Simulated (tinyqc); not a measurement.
# Cahn-Hilliard equation on a periodic one-dimensional grid, step by step

A worked calculation. Computed by tinyqc, a small Python program that keeps every step. Command: `OMP_NUM_THREADS=1 python tinyqc.py 3012615 3012616 out.jsonl cahn walk`. One thread of a shared host (Intel(R) Xeon(R) Processor @ 2.30GHz), about 0.2 s of CPU time with the checks. Intermediate numbers are printed to about 6 digits and carried at full precision; extremes and crossings named in words are read from the listed rows.

Free energy F = h sum_j [A (c_j^2 - 1)^2/4 + (kappa/2) ((c_(j+1) - c_j)/h)^2]; dc/dt = Lap(mu), mu = A (c^3 - c) - kappa Lap(c), Lap(y)_j = (y_(j+1) - 2 y_j + y_(j-1))/h^2, mobility 1; the grid has n = 12 points.

Inputs (values chosen for the exercise, in reduced units):

| quantity | value | unit |
|---|---|---|
| spacing h | 0.97 | - |
| well depth A | 0.7 | - |
| gradient coefficient kappa | 1.4 | - |
| mean composition c0 | 0.097 | - |
| noise amplitude | 0.1 | - |
| time step dt | 0.16 | - |
| end time | 150 | - |

Scheme: explicit Euler.

## Linear stability

f'' = A (3 c0^2 - 1). Mode m has lambda_m = (4/h^2) sin^2(pi m/n) and the rate w_m = -lambda_m (f'' + kappa lambda_m). In the continuum the fastest wavelength is 2 pi sqrt(2 kappa/|f''|) with the rate f''^2/(4 kappa). Explicit steps near c = +-1, where f'' = 2A, are stable for dt < 2/(16 kappa/h^4 + 8 A/h^2).

f'' = -0.680241

Modes of the grid:

| m | lambda_m | w_m |
|---|---|---|
| 1 | 0.28478 | 0.0802 |
| 2 | 1.06281 | -0.8584 |
| 3 | 2.12562 | -4.8797 |
| 4 | 3.18844 | -12.0637 |
| 5 | 3.96647 | -19.3279 |
| 6 | 4.25125 | -22.4105 |

fastest wavelength = 12.7476

largest rate = 0.0826300

explicit limit of dt = 0.0639916

1 mode(s) grow; the fastest on the grid is m = 1, while the box holds 0.91 fastest wavelengths. dt is 2.50 of the explicit limit.

## The first step

random numbers: -0.782  -0.553  0.701  -0.109  -0.865  0.606  0.731  -0.649  0.245  0.722  -0.282  0.345

Start: c_j = c0 + amplitude x (z_j - mean of z). c(new) = c + dt Lap(mu).

c at the start: 0.017883  0.040783  0.166183  0.085183  0.009583  0.156683  0.169183  0.031183  0.120583  0.168283  0.067883  0.130583

mu at the start: -0.214279  -0.181014  0.193995  -0.067231  -0.338071  0.093291  0.108896  -0.360164  -0.021134  0.105901  -0.289982  0.171135

c after one step: 0.089079  0.098897  0.057992  0.083548  0.128993  0.085984  0.086766  0.168599  0.084534  0.079361  0.213616  -0.013369

F at the start = 2.06152

F after one step = 2.05989

## The run

Run to the end time; break off if |c| exceeds 3 or F has risen by more than 1e-9 in more than 30 steps. Domains = stretches with c > c0.

Course:

| step | t | F | min c | max c | domains |
|---|---|---|---|---|---|
| 0 | 0.00 | 2.062 | 0.00958 | 0.16918 | 4 |
| 6 | 0.96 | 346.182 | -3.97996 | 4.39905 | 6 |

c at the end: -3.64140  2.70609  -1.49748  0.88574  -0.20071  0.24175  -0.21933  1.04452  -1.71447  3.14021  -3.97996  4.39905

F at the end = 346.182

steps in which F rose = 5

F rose in 5 steps, which the true dynamics forbid. dt is 2.50 times the explicit limit, so the shortest wave, which alternates from point to point, is amplified.

Reruns converge with time step dt = 0.04; or with scheme = semi-implicit Fourier.

Checks made by the program: conservation of the mean (relative difference below 1e-10).
